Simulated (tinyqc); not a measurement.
Thermionic emission over a Gaussian spread of barriers: two steps of the calculation.

Metal on an n-type semiconductor with one parabolic valley; V > 0 is forward bias (metal positive). Patches of barrier height b are spread as a Gaussian with mean phi - r2 V and variance sg^2 + r3 V; each carries A* T^2 exp(-b/Vt) [exp(V/Vt) - 1].

Parameters, values chosen for the exercise; band and dielectric values those of a made-up semiconductor:

| symbol | value | unit | meaning |
|---|---|---|---|
| T | 250 | K | temperature |
| me | 0.0409 | m0 | electron mass |
| phi | 0.84 | eV | barrier height seen from the metal |
| sg | 0.067 | eV | standard deviation of the barrier heights |
| r2 | -0.065 |  | shift of the mean barrier per volt, with its sign reversed (rho2) |
| r3 | -0.0025 | V | change of sg^2 per volt (rho3) |
| V | 0.25 | V | bias |
| nb | 11 |  | barrier heights sampled |

Constants: q = 1.602176634e-19 C, kB = 1.380649e-23 J/K, h = 6.62607015e-34 J s, m0 = 9.1093837015e-31 kg, Vt = kB T/q. Results are converted to the units shown.

Task 1. Apparent barrier, ideality and current. A* = 4 pi q me m0 kB^2/h^3 (times 1e-4 for A/(cm^2 K^2)). The mean of exp(-b/Vt) gives the apparent barrier phi_ap(V) = phi - r2 V - (sg^2 + r3 V)/(2 Vt), J = A* T^2 exp(-phi_ap/Vt) [exp(V/Vt) - 1], and 1/n = 1 + r2 + r3/(2 Vt).

Find: A*; phi_ap(0); phi_ap(V); n; J.

Result 1.

A* = 4.915 A/(cm^2 K^2)
phi_ap(0) = 0.7358 eV
phi_ap(V) = 0.7666 eV
n = 1.140
J = 1.185e-5 A/cm^2

Task 2. The same mean by Simpson's rule. With mean mu and deviation s at this bias, take nb equally spaced b from mu - s^2/Vt - 3.5 s to mu + s, the Gaussian density g(b) and y = g exp(-(b - mu)/Vt); the integral I of y gives phi_ap = mu - Vt ln I.

Wanted: b; g; y; I; phi_ap.

Result 2.

| point | b (eV) | g (1/eV) | y (1/eV) |
|---|---|---|---|
| 0 | 0.4593 | 8.986e-9 | 0.9020 |
| 1 | 0.5052 | 7.642e-7 | 9.107 |
| 2 | 0.5511 | 3.767e-5 | 53.29 |
| 3 | 0.5971 | 0.001076 | 180.7 |
| 4 | 0.6430 | 0.01782 | 355.3 |
| 5 | 0.6889 | 0.1710 | 404.8 |
| 6 | 0.7348 | 0.9510 | 267.3 |
| 7 | 0.7807 | 3.066 | 102.3 |
| 8 | 0.8266 | 5.728 | 22.69 |
| 9 | 0.8725 | 6.202 | 2.917 |
| 10 | 0.9184 | 3.893 | 0.2173 |

I = 64.23
phi_ap = 0.7666 eV

Range of the model: With sg above 3 Vt the current comes from the far tail of the Gaussian, a tiny share of the area that this model describes poorly.

Program tinyqc, `OMP_NUM_THREADS=1 python tinyqc.py 2640123 2640124 out.jsonl`; Intel Xeon 2.30GHz, shared host, one thread, about 0.01 s.
